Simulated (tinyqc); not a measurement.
Resistance of a source-drain extension with a graded tip: two steps of the calculation.

y runs along the channel, the gate covers y > 0. The doping is N0 for y < y0 and N0 10^(-(y - y0)/la) beyond, uniform over the depth xj. Sheet conductance s(y) = q mu(N) max(N - Nch, 0) xj + (for y > 0) ma Cox Vo, with mu(N) = u0 + (u1 - u0)/(1 + (N/Nr)^au) and Cox = eps0 eox/tox. Current is taken as one-dimensional; depletion of the tip, spreading and the contact are left out. The metallurgical junction lies at yj, where N = Nch.

Inputs (values chosen for the exercise); mobility law close to that of holes in silicon: relative permittivity of the gate insulator (close to aluminium oxide) eox = 9.05; insulator thickness tox = 3.9 nm; active doping of the extension far from the gate N0 = 8.4e19 cm^-3; lateral abruptness la = 4.3 nm/decade; position under the gate where the fall begins (gate edge at 0) y0 = 4.7 nm; depth of the extension xj = 8 nm; channel doping Nch = 3.1e18 cm^-3; gate overdrive Vo = 0.48 V; mobility of the gate-induced layer ma = 60 cm^2/(V s); mobility at low doping u1 = 470.5 cm^2/(V s); mobility at high doping u0 = 44.9 cm^2/(V s); reference doping Nr = 2.23e17 cm^-3; exponent au = 0.719; gate length Lg = 50 nm.

Constants: q = 1.602176634e-19 C, eps0 = 8.8541878128e-14 F/cm where lengths are in cm. Results are converted to the units shown.

Task 1. Sheet resistances and junction position. yj = y0 + la log10(N0/Nch); sheet resistance of the full extension 1/[q mu(N0)(N0 - Nch) xj] and of the gate-induced layer 1/(ma Cox Vo); metallurgical length Lg - 2 yj; ye is where the doped and the gate-induced conductances are equal.

Give: yj; sheet resistance of the extension; sheet resistance of the induced layer; metallurgical length; ye; N at ye.

Result 1.

yj = 10.862 nm
sheet resistance of the extension = 1898.4 ohm/square
sheet resistance of the induced layer = 16900 ohm/square
metallurgical length = 28.277 nm
ye = 8.7623 nm
N at ye = 9.5401e18 cm^-3

The gate takes over 2.10 nm before the junction, where N is still 3.08 times the channel doping.

Task 2. Resistance of the overlapped part. Midpoint rule on 12 equal steps from 0 to yj: R_ov = sum h/s(y), per width.

Wanted: y; N; doped conductance; sheet resistance; R_ov.

Result 2.

```
point  y (nm)  N (cm^-3)  doped conductance (uS)  sheet resistance (ohm/square)
0      0.4526   8.400e19                   526.8                           1707
1       1.358   8.400e19                   526.8                           1707
2       2.263   8.400e19                   526.8                           1707
3       3.168   8.400e19                   526.8                           1707
4       4.073   8.400e19                   526.8                           1707
5       4.978   7.237e19                   456.9                           1938
6       5.883   4.457e19                   287.8                           2882
7       6.788   2.745e19                   180.6                           4170
8       7.694   1.691e19                   111.6                           5857
9       8.599   1.041e19                   65.76                           8004
10      9.504   6.414e18                   33.90                        1.074e4
11      10.41   3.950e18                   10.10                        1.443e4
```

R_ov = 51.20 ohm um

Computed by the program tinyqc: `OMP_NUM_THREADS=1 python tinyqc.py 2282189 2282190 out.jsonl`, one thread of a shared Intel Xeon 2.30GHz, about 0.04 s for the whole run.
